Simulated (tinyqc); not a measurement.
Ballistic Schottky-barrier transistor with a one-dimensional channel, WKB contacts: two steps of the calculation.

Source Fermi level 0, drain Fermi level -Vd. Far from the contacts Ec = pn - psi, and the gate moves psi one to one; the band edges relax as exp(-x/lam) from pn at the source and pn - Vd at the drain; Ev = Ec - Eg. A carrier of energy w inside the channel band meets at a contact a barrier of height D (the contact edge beyond the channel edge): T = 1 for w >= D, else exp(-S), S = 4 lam sqrt(m/C) [sqrt(D - w) - sqrt(w) arctan sqrt((D - w)/w)], C = hbar^2/(2 m0). The two contacts combine as Ts Td/(Ts + Td - Ts Td).

Parameters, values chosen for the exercise; channel values close to those of a carbon nanotube:
- T = 300 K (temperature)
- pn = 0.46 eV (barrier for electrons at both contacts)
- mn = 0.061 m0 (electron mass)
- g = 2 (valleys or subbands)
- lam = 2.9 nm (screening length at the contacts)
- Vd = 0.3 V (drain bias)
- ps = 0.62 V (band shift psi of the channel by the gate)
- w0 = 0.21 eV (energy of one carrier inside the channel band)
- wm = 0.8 eV (upper end of the grid)
- nE = 13 (points of the grid)

Constants: q = 1.602176634e-19 C, kB = 1.380649e-23 J/K, hbar = 1.054571817e-34 J s, h = 6.62607015e-34 J s, m0 = 9.1093837015e-31 kg, Vt = kB T/q, hbar^2/(2 m0) = 0.0380998212 eV nm^2. Results are converted to the units shown.

Question 1. Transmission of one of the electrons. S and T at both contacts for w = w0, and the tunnelling distance lam ln(D/w) at the higher barrier.

D for electrons (eV): source 0.62000000, drain 0.32000000

Find: S at the source; S at the drain; combined T; tunnelling distance.

Answer 1.

S at the source = 3.0110
S at the drain = 0.65420
combined T = 0.047100
tunnelling distance = 3.1396 nm

Question 2. Current of the electrons on a coarse grid. I = g (2 q^2/h) int T(w) [f(Es + w) - f(Ed + w)] dw, f(y) = 1/(1 + exp(y/Vt)). Electrons: Ds = psi, Dd = psi - Vd, Es = Ec, Ed = Ec + Vd. Holes: Ds = -psi, Dd = Vd - psi, Es = -Ev, Ed = -Ev - Vd. The size of each current is taken; both flow from drain to source and add. Simpson's rule on nE equally spaced w from 0 to wm.

Wanted: w; Ts; Td; T; size of the supply difference; current.

Answer 2.

| point | w (eV) | Ts | Td | T | size of the supply difference |
|---|---|---|---|---|---|
| 0 | 0.00000 | 9.5657e-6 | 2.4777e-4 | 9.2102e-6 | 0.99352 |
| 1 | 0.06667 | 0.0019666 | 0.039519 | 0.0018769 | 0.97333 |
| 2 | 0.13333 | 0.012215 | 0.18574 | 0.011594 | 0.73718 |
| 3 | 0.20000 | 0.042158 | 0.46841 | 0.040233 | 0.17548 |
| 4 | 0.26667 | 0.10643 | 0.81692 | 0.10395 | 0.015890 |
| 5 | 0.33333 | 0.21822 | 1.0000 | 0.21822 | 0.0012235 |
| 6 | 0.40000 | 0.38257 | 1.0000 | 0.38257 | 9.2925e-5 |
| 7 | 0.46667 | 0.58941 | 1.0000 | 0.58941 | 7.0505e-6 |
| 8 | 0.53333 | 0.80768 | 1.0000 | 0.80768 | 5.3490e-7 |
| 9 | 0.60000 | 0.97764 | 1.0000 | 0.97764 | 4.0581e-8 |
| 10 | 0.66667 | 1.0000 | 1.0000 | 1.0000 | 3.0787e-9 |
| 11 | 0.73333 | 1.0000 | 1.0000 | 1.0000 | 2.3357e-10 |
| 12 | 0.80000 | 1.0000 | 1.0000 | 1.0000 | 1.7720e-11 |

current = 0.19667 uA

Range of the model: No scattering, image-force lowering, channel charge or band-to-band tunnelling; parabolic kappa overstates S deep in the gap.

tinyqc, about 0.03 s, one thread, Intel Xeon 2.30GHz (shared host): `OMP_NUM_THREADS=1 python tinyqc.py 2390108 2390109 out.jsonl`
